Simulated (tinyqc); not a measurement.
Two-step dopant diffusion (predeposition and drive-in) with a constant diffusivity: one step, computed by the program tinyqc. Command: `OMP_NUM_THREADS=1 python tinyqc.py 3016586 3016587 out.jsonl dopdiff walk`. One thread of a shared host (Intel(R) Xeon(R) Processor @ 2.30GHz), about 0.08 s of CPU time with the checks.

Fick diffusion into a half space x > 0 whose background doping C_B is of the opposite type, so that a junction lies where C = C_B.

Problem. Exact junction depth. Exact two-step profile: C = (2 C_s/pi) int_0^alpha exp(-beta (1 + u^2))/(1 + u^2) du with alpha = sqrt(D1 t1/(Dt)2), beta = x^2/(4 (D1 t1 + (Dt)2)). The integral takes 48 Gauss-Legendre points; solve C(x) = C_B.

Inputs (values chosen for the exercise, modelled on gallium in silicon):
```
quantity                        value    unit
surface concentration C_s     3.6e+18  1/cm^3
background doping C_B         1.1e+17  1/cm^3
predeposition temperature T1     1025       C
drive-in temperature T2          1000       C
```

product D1 t1 = 1.813437e-11 cm^2

drive-in budget (Dt)2 = 3.189302e-10 cm^2

Give: exact junction depth.

Solution.

exact junction depth = 0.45800 um
